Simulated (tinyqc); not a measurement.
From ballistic to localised: localisation in a chain with random site energies (transfer matrices).

Hopping -t; leads with site energy 0, E = -2t cos(ka). psi_(j+1) = ((e_j - E)/t) psi_j - psi_(j-1), a product of matrices M_j = [[(e_j - E)/t, -1], [1, 0]]. For M = M_N ... M_1 the transmission is T = 4 sin^2(ka)/|M21 - M12 + M22 exp(ika) - M11 exp(-ika)|^2. Long samples draw e_j = W (x_j/2147483647 - 1/2) from x_j = 16807 x_(j-1) mod 2147483647, starting at x0. The localisation length xi, in sites, is defined by ln T = -2N/xi on average; weak disorder gives xi = 24 (4t^2 - E^2)/W^2, and the mean free path for backscattering is xi/2.

Parameters, chosen for this exercise: t = 0.96 eV (hopping); E = -0.37 eV (energy); W = 1.25 eV (full width of the disorder); x0 = 1263 (start of the number sequence).

200 samples of each length, cut one after another from the start of the sequence. Typical T = exp(mean ln T). Ohmic: 1/(1 + 2N/xi); localised: exp(-2N/xi), both with the weak-disorder xi.

Transmission:

| N | mean T | typical T | spread of ln T | ohmic | localised |
|---|---|---|---|---|---|
| 2 | 0.933 | 0.931 | 0.076 | 0.932 | 0.929 |
| 5 | 0.853 | 0.841 | 0.174 | 0.845 | 0.832 |
| 10 | 0.731 | 0.703 | 0.291 | 0.732 | 0.693 |
| 20 | 0.544 | 0.464 | 0.630 | 0.577 | 0.480 |
| 40 | 0.324 | 0.186 | 1.255 | 0.405 | 0.231 |
| 80 | 0.168 | 0.0554 | 1.933 | 0.254 | 0.0531 |

With xi = 54.5 sites, mean and typical T are 0.853 and 0.841 at N = 5, and 0.168 and 0.0554 at N = 80, where ln T scatters by 1.9. The slope of ln(typical T) between 40 and 80 sites gives xi = 65.9, uncertain by about 13 % from the scatter of 200 samples. At N = 80 the ohmic law gives 4.59 times the typical value: a single channel has no ohmic range beyond a mean free path, and the mean is carried by rare resonant samples.

Program tinyqc; command `OMP_NUM_THREADS=1 python tinyqc.py 1450389 1450390 out.jsonl`; about 0.06 s on one thread of a shared Intel(R) Xeon(R) Processor @ 2.30GHz.
